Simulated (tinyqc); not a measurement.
Carbon nanotube by zone folding, step by step. Values are carried at full precision from step to step, so a last printed digit may differ when a step is redone from the rounded ones.

Circumference C = n a1 + m a2, a = sqrt3 acc; d = a sqrt(n^2 + nm + m^2)/pi; tan(theta) = sqrt3 m/(2n + m); dR = gcd(2n + m, 2m + n); T = t1 a1 + t2 a2 with t1 = (2m + n)/dR, t2 = -(2n + m)/dR, |T| = sqrt3 pi d/dR; N = 2 (n^2 + nm + m^2)/dR hexagons a cell. On cutting line mu = 0 to N - 1 at x = k|T|/(2 pi) the phases are p1 = 2 pi (-t2 mu + m x)/N, p2 = 2 pi (t1 mu - n x)/N, and E = -/+ t |1 + exp(i p1) + exp(i p2)|.

Constants: hbar^2/2m0 = 3.80998211 eV angstrom^2.

Inputs chosen for the exercise (near those used for carbon; the results hold for these values, not for the real material):

| symbol | value | unit | meaning |
|---|---|---|---|
| n | 14 |  | chiral index |
| m | 3 |  | chiral index |
| acc | 1.42 | angstrom | bond length |
| t | 2.76 | eV | hopping |
| mu | 165 |  | cutting line |
| x | -0.49 |  | position on the line |

## Geometry

Form d, theta, dR, t1, t2, N and |T|, and (n - m) mod 3.

d = 12.304 angstrom
theta = 9.52 degrees

dR, t1, t2, N: 1  20  -31  494

|T| = 66.951 angstrom
(n - m) mod 3 = 2

The nearest line misses K by a third of the spacing 2/d: semiconducting in zone folding; chiral, 988 atoms a cell.

## One point of one line

Form the phases and the energy.

p1, p2 (rad): 65.03898  42.05995

E of the upper band = 0.4082 eV

## Band edges

The three lowest distinct minima of E along the lines, doubled (the transition between mirror bands), against the cone: 2 t acc j/d with j = 1, 2, 4 for semiconducting and 0, 3, 3 for metallic tubes.

Transitions (eV):

| order | zone folding | cone |
|---|---|---|
| 1 | 0.6471 | 0.6371 |
| 2 | 1.2259 | 1.2741 |
| 3 | 2.6663 | 2.5482 |

Trigonal warping puts the first transition +1.6 % and the second -3.8 % from the cone; the two lines lie on opposite sides of K, where the contours bend oppositely. Measured optical lines also hold self-energy and exciton terms.

## Mass at the first band edge

Cone estimate: E^2 = (Eg/2)^2 + (hbar v k)^2, hbar v = 3 t acc/2, Eg = 2 t acc/d, so m/m0 = c Eg/(hbar v)^2, c = hbar^2/2m0.

hbar v = 5.8788 eV angstrom
Eg = 0.6371 eV
mass = 0.0702 m0

tinyqc: `OMP_NUM_THREADS=1 python tinyqc.py 1480598 1480599 out.jsonl`; about 0.05 s, one thread, shared Intel(R) Xeon(R) Processor @ 2.30GHz.
